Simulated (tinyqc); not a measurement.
What moves the results: thresholds of impact ionisation and Auger recombination from band masses. A value that a table varies takes the place of the one given here.

Parabolic bands, no phonon. At threshold the three slow carriers share one velocity. With M their total mass and m4 the mass of the fast carrier, the fast carrier has the kinetic energy E_T = G M/(M - m4) and the slow ones together E_a = G m4/(M - m4), the activation energy of the Auger rate. CCCH (fast electron): G = Eg, M = 2 me + mh, m4 = me. CHHS (hole into the split-off band): G = Eg - Dso, M = 2 mh + me, m4 = ms; this form holds for Eg > Dso (below, the process needs about Dso - Eg and is marked by a dash). CHHL (hole into the light band): G = Eg, M = 2 mh + me, m4 = ml. CHHH (fast heavy hole): G = Eg, M = 2 mh + me, m4 = mh.

Non-parabolic fast electron: E (1 + alpha E) = c k^2/me with alpha = (1 - me)^2/Eg; the slow carriers stay parabolic, so E_T = Eg + me E_T (1 + alpha E_T)/M, M = 2 me + mh (the root between Eg and 1.9 Eg).

Constants: kB = 8.617333262e-05 eV/K; hc = 1239.841984 eV nm.

Values chosen for the exercise (near those of GaSb, gap at low temperature and not tied to T; the results hold for these values, not for the real material):
```
symbol  value   unit  meaning
Eg      0.794   eV    gap at Gamma to the s-like level
Dso     0.772   eV    spin-orbit splitting
me      0.0398  m0    electron mass at Gamma
mh      0.33    m0    heavy-hole mass
ms      0.121   m0    split-off mass
ml      0.0438  m0    light-hole mass
T       400     K     temperature
```

## The gap of an alloy series

Eg is varied with me and ml proportional to it; mh, ms and Dso are kept. E_a of three processes; wavelength hc/Eg.

Results:
```
Eg (eV)  wavelength (micrometre)      me  CCCH (meV)  CCCH non-parabolic (meV)  CHHS (meV)  CHHL (meV)  log10 exp(-E_a/kT), non-parabolic
0.238                       5.21  0.0119         8.3                      17.7           -         4.7                              -0.22
0.397                       3.12  0.0199        22.6                      50.1           -        13.2                              -0.63
0.596                       2.08  0.0299        49.5                     115.9           -        29.8                              -1.46
0.794                       1.56  0.0398        85.5                     211.9         4.6        53.0                              -2.67
0.992                       1.25  0.0497       129.9                     342.0        45.2        82.9                              -4.31
1.270                       0.98  0.0637       205.4                     592.7       100.0       136.1                              -7.47
1.588                       0.78  0.0796       308.6                    1006.4       159.6       213.4                             -12.68
```

What does this show, and why?

E_a of CCCH goes nearly as Eg^2 (power 1.90 over the table), as both G and me grow; the non-parabolic value goes with the power 2.13, and its Boltzmann factor spans 12.5 decades; rows with E_a far above kT are formal, since phonon-assisted processes and side valleys rule there. CHHS is resonant at Eg = Dso = 0.772 eV, with no activation, and is the easiest process near there; it has the lowest E_a of the parabolic values for Eg = 0.794, 0.992, 1.27 and 1.588 eV.

## The mass ratio

mu = me/mh is varied; thresholds in units of Eg for ionisation started by an electron, (1 + 2 mu)/(1 + mu), and by a heavy hole, (2 + mu)/(1 + mu).

Results:
```
mu     electron (Eg)  hole (Eg)  electron (eV)  hole (eV)
0.068         1.0637     1.9363          0.845      1.537
0.083         1.0766     1.9234          0.855      1.527
0.121         1.1079     1.8921          0.880      1.502
0.140         1.1228     1.8772          0.892      1.490
0.200         1.1667     1.8333          0.926      1.456
0.700         1.4118     1.5882          1.121      1.261
1.000         1.5000     1.5000          1.191      1.191
```

How do the results move?

The two thresholds add up to 3 Eg in every row and are equal, 3/2 Eg, at mu = 1. The lighter carrier has the lower threshold; in the first row the two differ by 0.693 eV, which would favour one carrier in avalanche multiplication. Real ionisation rates depend on the whole band structure and can be nearly equal although the edge masses differ.

## What each parameter does

Activation energies. Each row changes one parameter from the base and keeps the others.

Results:
```
case             CCCH (meV)  CCCH non-parabolic (meV)  CHHL (meV)
base                  85.45                    211.91       53.01
Eg = 0.8734 eV        94.00                    233.10       58.32
Dso = 0.8492 eV       85.45                    211.91       53.01
me = 0.0358 m0        77.71                    188.27       53.34
mh = 0.297 m0         93.83                    240.75       58.94
ms = 0.1089 m0        85.45                    211.91       53.01
ml = 0.0394 m0        85.45                    211.91       47.37
```

What does this show?

The largest shifts from the base row, up to three for each result and ties (the steps differ in size, so this ranks the rows, not the parameters). CCCH (meV): Eg +8.55, mh +8.37, me -7.75; unchanged at the printed digits by Dso, ms and ml. CCCH non-parabolic (meV): mh +28.84, me -23.64, Eg +21.19; unchanged at the printed digits by Dso, ms and ml. CHHL (meV): mh +5.93, ml -5.64, Eg +5.30; unchanged at the printed digits by Dso and ms.

tinyqc: `OMP_NUM_THREADS=1 python tinyqc.py 1850675 1850676 out.jsonl`; about 0.01 s, one thread, shared Intel(R) Xeon(R) Processor @ 2.30GHz.
